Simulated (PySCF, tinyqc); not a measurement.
Inside a calculation. Method: CCSD on RHF in the sto-3g basis, for Be, spin multiplicity 1. The lowest restricted solution is unstable here: a spin-polarised one lies 0.0012 hartree lower (PySCF). One step of it, computed by the program tinyqc.

Problem. CCSD: starting amplitudes. t_ij^ab = <ij||ab> / (e_i + e_j - e_a - e_b), whose energy is MP2.

orbital energies (hartree): MO1 -4.483992, MO2 -0.254038, MO3 0.221086, MO4 0.221086, MO5 0.221086

Two-electron integrals over orbitals (pq|rs), unique and non-zero (hartree):
```
p,q,r,s,(pq|rs)
1,1,1,1,2.275334
2,1,1,1,-0.253330
2,1,2,1,0.044298
2,2,1,1,0.571236
2,2,2,1,-0.014244
2,2,2,2,0.404138
3,1,3,1,0.015599
3,2,3,1,0.020563
3,2,3,2,0.086809
3,3,1,1,0.569229
3,3,2,1,-0.008940
3,3,2,2,0.409597
3,3,3,3,0.449859
4,1,4,1,0.015599
4,2,4,1,0.020563
4,2,4,2,0.086809
4,3,4,3,0.024249
4,4,1,1,0.569229
4,4,2,1,-0.008940
4,4,2,2,0.409597
4,4,3,3,0.401360
4,4,4,4,0.449859
5,1,5,1,0.015599
5,2,5,1,0.020563
5,2,5,2,0.086809
5,3,5,3,0.024249
5,4,5,4,0.024249
5,5,1,1,0.569229
5,5,2,1,-0.008940
5,5,2,2,0.409597
5,5,3,3,0.401360
5,5,4,4,0.401360
5,5,5,5,0.449859
```

Give: Starting amplitudes; correlation energy.

Solution.

Starting amplitudes (spin orbitals 1a, 1b, ...; amplitudes related by a flip of all spins are not repeated):
```
from,to,t
2a 2b,3a 3b,-0.0914
2a 2b,4a 4b,-0.0914
2a 2b,5a 5b,-0.0914
1a 2b,3a 3b,-0.0040
1a 2b,4a 4b,-0.0040
1a 2b,5a 5b,-0.0040
1a 1b,3a 3b,-0.0017
1a 1b,4a 4b,-0.0017
1a 1b,5a 5b,-0.0017
```

correlation energy = -0.024358 hartree
